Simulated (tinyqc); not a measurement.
Mean-field antiferromagnet of the Hubbard model on the square lattice: one step. One mean-field step.

e(k) = -2 t (cx + cy) - 4 t2 cx cy, ci = cos ki; one electron a site; Q = (pi, pi). <n_up - n_dn> = m cos(Q.R) gives Delta = U m/2 and bands E = e+ -/+ sqrt(e-^2 + Delta^2), e+- = (e(k) +- e(k + Q))/2 (the constant U/2 is dropped). Means run over the mesh k_i = 2 pi (j + 1/2)/N of the whole zone: mu from mean(f(E-) + f(E+)) = 1; m(out) = mean of Delta (f(E-) - f(E+))/sqrt(e-^2 + Delta^2); free energy per site F = -kT mean[ln(1 + exp(-(E- - mu)/kT)) + ln(1 + exp(-(E+ - mu)/kT))] + mu + U m^2/4. Order at T > 0 in two dimensions is an artefact of mean field.

Constants: kB = 8.617333262e-05 eV/K.

Inputs chosen for the exercise: U = 5.99 eV (on-site repulsion); m0 = 0.53 (starting staggered moment); T = 600 K.

Classes of points:

| \|e-\| (eV) | e+ (eV) | points |
|---|---|---|
| 0.000000 | 0.000000 | 12 |
| 1.576166 | 0.000000 | 16 |
| 3.152332 | 0.000000 | 8 |

Problem. From m = m0 form Delta, the two bands of each class and m(out).

Give: Delta; E-, E+ and Delta/sqrt(e-^2 + Delta^2) of each class; m(out).

Solution.

Delta = 1.5874 eV

E-, E+ and Delta/sqrt(e-^2 + Delta^2) of each class:

| \|e-\| (eV) | E- (eV) | E+ (eV) | Delta/sqrt(e-^2 + Delta^2) |
|---|---|---|---|
| 0.0000 | -1.5874 | 1.5874 | 1.0000 |
| 1.5762 | -2.2370 | 2.2370 | 0.7096 |
| 3.1523 | -3.5294 | 3.5294 | 0.4497 |

m(out) = 0.7487

m(out) is above m0, so the next step starts from a larger moment.

Run: tinyqc, `OMP_NUM_THREADS=1 python tinyqc.py 1651157 1651158 out.jsonl`; Intel(R) Xeon(R) Processor @ 2.30GHz, one thread, shared host; about 0.1 s of CPU time with all checks.
